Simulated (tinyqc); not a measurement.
Periodic multilayer mirror for extreme ultraviolet light: one step. Coefficients of one period.

s polarisation, vacuum above. q_j = sqrt(N_j^2 - sin^2 theta); interface r_jk = (q_j - q_k)/(q_j + q_k) exp(-2 (2 pi/lam)^2 q_j q_k sg^2) (Nevot-Croce; sg = 0 if not given); phase factor of a layer x_j = exp(4 pi i q_j d_j/lam). Each period has the spacer (thickness (1 - Gm) L) on top of the absorber (Gm L). In this recursion R is the amplitude; R in tables and results is the reflectance, its squared modulus. The substrate is of the spacer material. Starting with R = 0 in it, each interface upward gives R -> (r + R x)/(1 + r R x), x that of the layer below the interface (1 for the substrate).

Inputs chosen for the exercise (optical constants near those of Mo and Si at 13.5 nm; the results hold for these values, not for the real material): lam = 13.5 nm (wavelength); dA = (0.077, 0.00629) (delta and beta of the absorber, N = 1 - delta + i beta); dS = (0.001, 0.00185) (delta and beta of the spacer and the substrate); L = 7.03 nm (period); Gm = 0.42 (absorber share of the period); theta = 9 degrees (angle from the normal); sg = 0 nm (interface roughness).

Question. Form q, the three interface coefficients and the two phase factors.

Give: q; r; x.

Answer.

q: spacer 0.98668+0.00187i, absorber 0.90965+0.00638i

r: vacuum/spacer 0.00051-0.00095i, spacer/absorber 0.04061-0.00255i, absorber/spacer -0.04061+0.00255i

x: spacer -0.81766-0.56331i, absorber -0.78726+0.58800i

One interface reflects only 0.00166. The round-trip phase of a period is -2.2 degrees from a full turn and its amplitude 0.9757.

tinyqc: `OMP_NUM_THREADS=1 python tinyqc.py 1681044 1681045 out.jsonl`; about 0.01 s, one thread, shared Intel(R) Xeon(R) Processor @ 2.30GHz.
